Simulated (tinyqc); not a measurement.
Lattice vibrations of a chain, step by step. One step of it, computed by the program tinyqc.

Problem. Frequencies. omega^2 are the eigenvalues; wavenumber = 521.4708 sqrt(eigenvalue) 1/cm.

D(q) (eV/(angstrom^2 u)):
```
                     1                    2
1             0.311573  -0.002996+0.195764i
2  -0.002996-0.195764i             0.563506
```

Give: eigenvalues; wavenumbers; weights |e|^2 of the mass-weighted modes.

Solution.

eigenvalues: 0.2047  0.6703

wavenumbers (1/cm): 236.0  427.0

weights |e|^2 of the mass-weighted modes:
```
        mode 1  mode 2
atom 1  0.7705  0.2295
atom 2  0.2295  0.7705
```
